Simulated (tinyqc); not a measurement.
Changing the line length L: electromigration in a confined line: Blech product, Korhonen stress evolution and Black's law. Computed by tinyqc, a small Python program. Command: `OMP_NUM_THREADS=1 python tinyqc.py 3023160 3023161 out.jsonl emigr sweep`. One thread of a shared host (Intel(R) Xeon(R) Processor @ 2.30GHz), about 0.01 s of CPU time with the checks.

The electron wind pushes atoms from the cathode (x = 0) to the anode (x = L); blocking ends build a back stress (tension positive). The input rho is taken not to change with temperature. d sigma/dt = d/dx [kappa (d sigma/dx + G)], with zero flux at both ends and sigma = sigma_0 at t = 0.

Inputs (values chosen for the exercise, close to those used for copper lines): resistivity rho = 3.78 micro-ohm cm; atomic volume Omega = 11.8 angstrom^3; effective charge number Z* = 1; prefactor D0 = 1.6e-08 m^2/s; activation energy E = 0.878 eV; effective modulus B = 23 GPa; critical stress sigma_c = 100 MPa; initial stress sigma_0 = 28 MPa; current density j = 2.1 MA/cm^2; test temperature T = 320 C.

Start: thermal stress.

Constants: e = 1.602176634e-19 C; k_B = 8.617333262e-05 eV/K; k_B = 1.380649e-23 J/K.

Method:
- G = Z* e rho j/Omega; D = D0 exp(-E/(k_B T)); kappa = D B Omega/(k_B T); drift velocity of an unconfined line v = D Z* e rho j/(k_B T). SI: 1 micro-ohm cm = 1e-8 ohm m, 1 MA/cm^2 = 1e10 A/m^2.
- Temperatures in kelvin are T(C) + 273.15.
- At steady state sigma(x) = sigma_0 + G (L/2 - x). A void forms only if the cathode stress reaches sigma_c, that is if j L exceeds (j L)_c = 2 Omega (sigma_c - sigma_0)/(Z* e rho). Time scale tau = L^2/kappa.
- sigma(x, t) = sigma_0 + G L [1/2 - x/L - 4 sum_(m odd) cos(m pi x/L) exp(-m^2 pi^2 s)/(m pi)^2], s = t/tau, summed to m = 399.
- Solve sigma(0, t) = sigma_c for s; the semi-infinite estimate is t = (pi/kappa) ((sigma_c - sigma_0)/(2 G))^2.

One run for each value:
```
line length L (um)  nucleation time (h)  semi-infinite estimate (h)  j L (A/cm)  steady cathode stress (MPa)
20                              0.54671                     0.52958        4200                        135.8
32                              0.52967                     0.52958        6720                        200.4
50                              0.52958                     0.52958       10500                        297.5
80                              0.52958                     0.52958       16800                        459.1
130                             0.52958                     0.52958       27300                        728.6
200                             0.52958                     0.52958       42000                       1105.8
320                             0.52958                     0.52958       67200                       1752.5
```

Describe and explain the trends.

Over the rows, nucleation time (h) falls from 0.547 to 0.530, flat over part of the range. At the high end the exponent of nucleation time is 0.00, close to 0: the far end is not felt. The ratio of nucleation time to semi-infinite estimate falls from 1.03 to 1.00: short lines feel the back stress, and the time diverges as j L approaches the critical product. Lines below it form no void. Left out: 8.00, 13.0 (a listed quantity is not defined there). Left out: 500 (the series is not converged at so short a time).

Caution (all rows): a steady stress above sigma_c is formal, since a void forms first.
